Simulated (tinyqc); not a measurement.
## Inverter chain driving a load

N inverters, each f = Hc^(1/N) times larger than the one before: delay tau N (f + pp). Switched capacitance in units of the first input, with output capacitance pp times the input: Hc + (1 + pp)(Hc - 1)/(f - 1).

Inputs (values chosen for the exercise): load over the input capacitance of the chain Hc = 360; parasitic delay of an inverter pp = 1; delay unit tau = 7.8 ps.

Result of one run:
```
f      delay (ps)  switched capacitance
7.114       189.9                 477.4
```

Which number of stages N gave this result: 2, 3, 5 or 7?

N = 3.

The whole series:
```
N      f  delay (ps)  switched capacitance
2  18.97       311.6                 399.9
3  7.114       189.9                 477.4
4  4.356       167.1                 574.0
5  3.245       165.6                 679.8
6  2.667       171.6                 790.7
7  2.318       181.2                 904.6
8  2.087       192.6                  1020
9  1.923       205.2                  1138
```

The delay goes from 312 through a minimum of 166 (at N = 5 among the rows listed) to 205 ps. The best stage effort solves pp + rho (1 - ln rho) = 0, rho = 3.59, which gives N = ln Hc/ln rho = 4.60. One stage fewer than the best costs 0.93 % in delay and saves 16 % of the switched capacitance.

Numbers from tinyqc (`OMP_NUM_THREADS=1 python tinyqc.py 2082109 2082110 out.jsonl`; about 0.01 s on one thread of a shared Intel Xeon 2.30GHz).
